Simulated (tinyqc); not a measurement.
Voltage acceleration of oxide breakdown, four models on the same data: one step of the calculation.

Field E = V/tox in MV/cm. Models: ln(t63/1 s) = a - c X with X = E (E model), -1/E (1/E model), ln V (power law, c the exponent n) or sqrt(E).

Task. Fitting the models. The three stress times were made with the E model, c = 3.23, and are treated as data. For each model fit ln t63 on X by least squares over the three points.

Inputs (values chosen for the exercise): oxide thickness tox = 4 nm.

V, stress 0 to 2 (V): [3.14, 3.48, 4.12]
t63, stress 0 to 2 (s): [4672, 300, 1.709]

Give: c; a; largest misfit in ln t63 (0: below 0.002).

Result.

c, model E to sqrt E: [3.230, 263.1, 29.28, 19.47]
a, model E to sqrt E: [33.80, -24.87, 42.05, 63.05]
largest misfit in ln t63 (0: below 0.002), model E to sqrt E: [0.0000, 0.3330, 0.1632, 0.0806]

The worst misfit of any model is 0.33 in ln t63, a factor of 1.40 in time, comparable to the scatter of t63 from small samples, so such data hardly tell the models apart.

Range of the model: All four laws are empirical fits; none is established far below the stress range.

tinyqc, about 0.01 s, one thread, Intel Xeon 2.30GHz (shared host): `OMP_NUM_THREADS=1 python tinyqc.py 2070154 2070155 out.jsonl`
